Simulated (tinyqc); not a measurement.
Barrier and mass from two temperatures.

Inverse problem. The saturation current of a Schottky diode is J0 = A* T^2 exp(-q phi/(kB T)) with a fixed barrier and A* = 4 pi q me m0 kB^2/h^3 (times 1e-4 for A/(cm^2 K^2)). Find phi, A* and me.

Constants: q = 1.602176634e-19 C, kB = 1.380649e-23 J/K, h = 6.62607015e-34 J s, m0 = 9.1093837015e-31 kg. Results are converted to the units shown.

J0 at 280 and 400 K (A/cm^2): [3.7806918e-9, 1.4229428e-4]

Solution. The slope of ln(J0/T^2) against q/(kB T) is -phi and the intercept is ln A*.

phi = 0.790 eV
A* = 7.99 A/(cm^2 K^2)
me = 0.0665 m0

Program tinyqc, `OMP_NUM_THREADS=1 python tinyqc.py 2640147 2640148 out.jsonl`; Intel Xeon 2.30GHz, shared host, one thread, about 0.01 s.
